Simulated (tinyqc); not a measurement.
Adding atomic layers: valley splitting of a silicon quantum well in envelope theory.

The well lies at 0 < z < L; U(z) = V0 [1/(1 + exp(z/w)) + 1/(1 + exp((L - z)/w))] - e F z, 1 mV/nm = 1e-4 eV/angstrom. The envelope psi solves -(c/ml) psi'' + U psi = E psi, c = hbar^2/2m0, by three-point differences on a grid of 0.1 angstrom from -40 to L + 40 angstrom. The two valleys at +/- k0 couple through D = C0 times the integral of exp(-i q z) U(z) psi^2, q = 2 k0 (2 pi/a), and split by Ev = 2|D|.

Constants: hbar^2/2m0 = 3.80998211 eV angstrom^2.

Values chosen for the exercise (near those of a strained Si well in SiGe; not measured data):
- V0 = 0.17 eV (conduction offset)
- ml = 0.929 m0 (mass along z)
- F = 1.7 mV/nm (field pressing towards the upper interface)
- k0 = 0.846 2 pi/a (valley position)
- a = 5.431 angstrom (lattice constant)
- C0 = 0.26 (Bloch overlap factor)
- Ls = (44, 45.4, 46.7, 48.1, 49.4, 50.8, 52.1, 53.5) angstrom (widths in steps of one atomic layer, a/4, rounded to the grid)
- F2 = 0.5 mV/nm (second field, zero or weak)
- w1 = 0.7 angstrom (interface width for this table)

The smooth splitting Ev = 2|D| with w = w1, at the field F2 and at F.

Results:
```
L (angstrom)  q L mod 2 pi  Ev at F2 (micro-eV)  Ev at F (micro-eV)
44.0                  4.45                 32.2                32.5
45.4                  0.91                 11.3                12.3
46.7                  3.45                 22.0                22.5
48.1                  6.19                 20.3                20.8
49.4                  2.45                 9.48                10.7
50.8                  5.19                 22.5                22.9
52.1                  1.45                 2.84                5.83
53.5                  4.19                 19.1                19.6
```

How do the results move, and what explains it?

At F2 the splitting swings between 2.84 and 32.2 micro-eV, a ratio of 11.4, as the two interfaces add with the phase q L, which advances on average by 2.66 rad a layer. At F the ratio is 5.58, where in the first row psi^2 at the upper interface is 1.39 times that at the lower one.

(tinyqc, `OMP_NUM_THREADS=1 python tinyqc.py 1251168 1251169 out.jsonl`, Intel(R) Xeon(R) Processor @ 2.30GHz, 1 thread, shared host, about 0.06 s.)
